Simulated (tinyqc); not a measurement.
MOSFET in saturation, small-signal circuit and noise: two steps of the calculation.

Bias by the inversion coefficient IC = I/Ispec (charge-based model with velocity saturation; weak inversion below 0.1, strong above 10). Common-source circuit: gm, gds, Cgs, Cgd and Cj at the inner nodes, Rg in series with the gate; quasi-static, no source or drain resistance, no gate-body capacitance, no substrate network, no induced gate noise, so fmax is an upper estimate.

Parameters, values chosen for the exercise: temperature T = 300 K; gate length L = 65 nm; total gate width W = 5 um; gate capacitance Cox = 1.19 uF/cm^2; mobility mu = 140 cm^2/(V s); slope factor n = 1.24; velocity-saturation length Ls = 10 nm; ratio gds/gm sg = 0.057; inversion coefficient IC = 0.29; signal frequency f = 1 GHz.

Constants: q = 1.602176634e-19 C, kB = 1.380649e-23 J/K, Vt = kB T/q. Results are converted to the units shown.

Problem 1. Current, transconductance and gain. Ispec = 2 n mu Cox (W/L) Vt^2, lc = Ls/L, gms = [sqrt((lc IC + 1)^2 + 4 IC) - 1]/[2 + lc (lc IC + 1)], gm = gms Ispec/(n Vt), gds = sg gm.

Wanted: Ispec; I; gms; gm; gds; gm/I.

Solution 1.

Ispec = 21.24 uA
I = 6.160 uA
gms = 0.2316
gm = 0.1535 mS
gds = 0.008747 mS
gm/I = 24.91 1/V

Problem 2. Current gain and unilateral power gain. |h21| = |Y21/Y11|; U = |Y21 - Y12|^2/(4 [Re Y11 Re Y22 - Re Y12 Re Y21]). Extrapolated at 20 dB a decade: f |h21| and f sqrt(U).

Y with Rg (mS):

|  | 1 | 2 |
|---|---|---|
| 1 | 0.0000103297+0.0313462063i | -0.0000044517-0.0135088469i |
| 2 | 0.1534511191-0.0135594162i | 0.0087488941+0.0414908156i |

Give: |h21|; U; f |h21|; f sqrt(U).

Solution 2.

|h21| = 4.914
U = 7611
f |h21| = 4.914 GHz
f sqrt(U) = 87.24 GHz

tinyqc, about 0.01 s, one thread, Intel Xeon 2.30GHz (shared host): `OMP_NUM_THREADS=1 python tinyqc.py 2150114 2150115 out.jsonl`
